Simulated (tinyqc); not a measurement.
Thermal stress, cracking, delamination and buckling of a thin film; Griffith cracks and misfitting inclusions: one step, computed by the program tinyqc.

Isotropic linear elasticity; the substrate is much thicker than the film; stress is positive in tension.

Task: Griffith crack in the substrate. Through crack of length 2a in plane strain: K_Ic = sqrt(2 gamma_s E_s/(1 - nu_s^2)); fracture stress = K_Ic/sqrt(pi a). An edge crack of depth a has K larger by 1.1215.

Inputs (values chosen for the exercise, modelled on a silicon dioxide film on silicon):
```
quantity,value,unit
substrate Young's modulus E_s,154,GPa
substrate Poisson ratio nu_s,0.2,-
flaw half length a,0.11,micrometre
substrate surface energy gamma_s,1.8,J/m^2
```

Give: toughness K_Ic; fracture stress, inner crack; fracture stress, edge crack.

Result:

toughness K_Ic = 0.7599 MPa m^0.5

fracture stress, inner crack = 1293 MPa

fracture stress, edge crack = 1153 MPa

The inner crack lowers the strength to 8.4 % of the ideal E_s/10.
